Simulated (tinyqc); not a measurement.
Fermi-Dirac statistics of conduction electrons: one step. Reduced Fermi level by five rules. Five cases, with inputs chosen for the exercise.

Question. Find eta = (EF - Ec)/kT by each rule.

F_j(eta) = (1/Gamma(j + 1)) integral_0^infinity x^j dx/(1 + exp(x - eta)), which tends to exp(eta) for eta << 0.

With u = n/Nc: Boltzmann eta = ln u; Joyce-Dixon eta = ln u + u/sqrt(8) - 4.95009e-3 u^2 + 1.48386e-4 u^3 - 4.42563e-6 u^4; Nilsson eta = ln u/(1 - u^2) + v/(1 + (0.24 + 1.08 v)^-2) with v = (3 sqrt(pi) u/4)^(2/3); fully degenerate limit eta = v; exact: F_1/2(eta) = u.

Give: eta.

Case 1.

u = n/Nc = 3.582882

Answer.

eta: Boltzmann 1.276, Joyce-Dixon 2.485, Nilsson 2.485, degenerate 2.831, exact 2.486

Against the exact value the errors are Boltzmann -1.209, Joyce-Dixon 0.000, Nilsson -0.001, degenerate limit +0.345 (in kT).

Case 2.

u = n/Nc = 0.06832211

Answer.

eta: Boltzmann -2.684, Joyce-Dixon -2.659, Nilsson -2.661, degenerate 0.202, exact -2.659

Against the exact value the errors are Boltzmann -0.024, Joyce-Dixon 0.000, Nilsson -0.002, degenerate limit +2.861 (in kT).

Case 3.

u = n/Nc = 0.2398993

Answer.

eta: Boltzmann -1.428, Joyce-Dixon -1.343, Nilsson -1.348, degenerate 0.467, exact -1.343

Against the exact value the errors are Boltzmann -0.085, Joyce-Dixon 0.000, Nilsson -0.005, degenerate limit +1.810 (in kT).

Case 4.

u = n/Nc = 22.10513

Answer.

eta: Boltzmann 3.096, Joyce-Dixon 9.038, Nilsson 9.431, degenerate 9.523, exact 9.435

Against the exact value the errors are Boltzmann -6.339, Joyce-Dixon -0.396, Nilsson -0.004, degenerate limit +0.088 (in kT).

Case 5.

u = n/Nc = 11.85930

Answer.

eta: Boltzmann 2.473, Joyce-Dixon 6.130, Nilsson 6.145, degenerate 6.287, exact 6.150

Against the exact value the errors are Boltzmann -3.677, Joyce-Dixon -0.021, Nilsson -0.005, degenerate limit +0.137 (in kT).

Computed by tinyqc, one run a case: `OMP_NUM_THREADS=1 python tinyqc.py N N+1 out.jsonl` with N = 1650004, 1650011, 1650081, 1650730, 1650847; one thread of a shared Intel(R) Xeon(R) Processor @ 2.30GHz, about 0.01 s a run at most.
